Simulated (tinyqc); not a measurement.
## Gap voltage and exponent from three temperatures

Question. At constant current VBE(T) = Vg0 - a T - eta (kB T/q) ln T, where a is a constant. Find Vg0, eta and dVBE/dT at the middle temperature.

Constants: q = 1.602176634e-19 C, kB = 1.380649e-23 J/K. Results are converted to the units shown.

T (K): 253  273  330
VBE at a constant current (V): 0.8284513318  0.7939593877  0.6931972513

Answer. The relation is linear in Vg0, a and eta, so three points give a linear system; the slope is (VBE - Vg0 - eta kB T/q)/T. eta rests on the curvature of VBE(T) alone, so real fits need accuracy of some tens of microvolts or better.

Vg0 = 1.181 V
eta = 3.700
dVBE/dT = -1.737 mV/K

Numbers from tinyqc (`OMP_NUM_THREADS=1 python tinyqc.py 2062108 2062109 out.jsonl`; about 0.02 s on one thread of a shared Intel Xeon 2.30GHz).
